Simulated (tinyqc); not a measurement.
Thinning the film: dielectric confinement in a thin film (image charges).

A film |z| < t/2 of dielectric constant eps between half-spaces of dielectric constant e2; lam = (eps - e2)/(eps + e2), q = e^2/(4 pi eps0). The self-energy of a band edge is taken with the high-frequency value, e2 = eh, and the field of a fixed ion with the static one, e2 = eo. A charge at z has images lam^|n| at n t + (-1)^n z. Its self-energy is S(z) = (q/2 eps) sum over n >= 1 of lam^n [1/(n t - 2z) + 1/(n t + 2z)] for odd n and 2 lam^n/(n t) for even n; at the centre S(0) = -(q/(eps t)) ln(1 - lam).

Donor at the centre, lam from the static eo, trial function cos(pi z/t) exp(-rho/l): E(l) = c/(m l^2) - (q/eps) times the integral over k of F(k t) (1 + (k l/2)^2)^(-3/2), with F(x) = F0 + 2 lam exp(-x) G/(1 - lam exp(-x)), F0 = 2[(1 - exp(-x/2))/x + x (1 + exp(-x/2))/(x^2 + 4 pi^2)], G = 2 sinh(x/2)[1/x - x/(x^2 + 4 pi^2)]; c = hbar^2/2m0. The binding energy is -E at the minimum, counted from the subband edge with its self-energy.

Constants: e^2/(4 pi eps0) = 14.39964547 eV angstrom; hbar^2/2m0 = 3.80998211 eV angstrom^2; Ry = 13.60569312 eV.

Values chosen for the exercise (near those of an InGaAs film in vacuum; not measured data): eps = 13.2 (dielectric constant of the film); eh = 1 (high-frequency dielectric constant outside); eo = 1 (static dielectric constant outside); m = 0.045 m0 (mass in the plane); mz = 0.046 m0 (mass across the film); ts = (10, 15, 22, 32, 48, 70, 100) angstrom (thicknesses).

<S> is the mean over (2/t) cos^2(pi z/t); confinement c (pi/t)^2/mz; donor binding with and without images.

Results:

| t (angstrom) | <S> (meV) | confinement (meV) | binding, no images (meV) | binding (meV) | l (angstrom) |
|---|---|---|---|---|---|
| 10 | 234.8 | 8174.6 | 13.1 | 237.8 | 32.2 |
| 15 | 156.5 | 3633.1 | 12.8 | 181.3 | 38.2 |
| 22 | 106.7 | 1689.0 | 12.3 | 139.2 | 45.0 |
| 32 | 73.4 | 798.3 | 11.7 | 106.8 | 52.9 |
| 48 | 48.9 | 354.8 | 11.0 | 79.6 | 63.0 |
| 100 | 23.5 | 81.7 | 9.3 | 46.1 | 86.2 |

Give the missing row, t (angstrom) = 70.

Computed row:
```
t (angstrom)  <S> (meV)  confinement (meV)  binding, no images (meV)  binding (meV)  l (angstrom)
70                 33.5              166.8                      10.1           60.3          74.1
```

Between 100 and 10 angstrom the binding goes from 46.1 to 237.8 meV; quantum confinement alone would take it from 9.3 to 13.1, so the images supply +36.9 and +224.6 meV. |<S>| goes as 1/t and exceeds the confinement energy beyond 348 angstrom. Hard-wall energies above 300 meV (up to t = 48 angstrom) overstate the confinement: walls are finite and valleys non-parabolic.

Computed by tinyqc, a small Python program: `OMP_NUM_THREADS=1 python tinyqc.py 1251698 1251699 out.jsonl` (the numbers bound the seed that draws the inputs); one thread of a shared host (Intel(R) Xeon(R) Processor @ 2.30GHz), about 0.05 s for the whole set of steps.
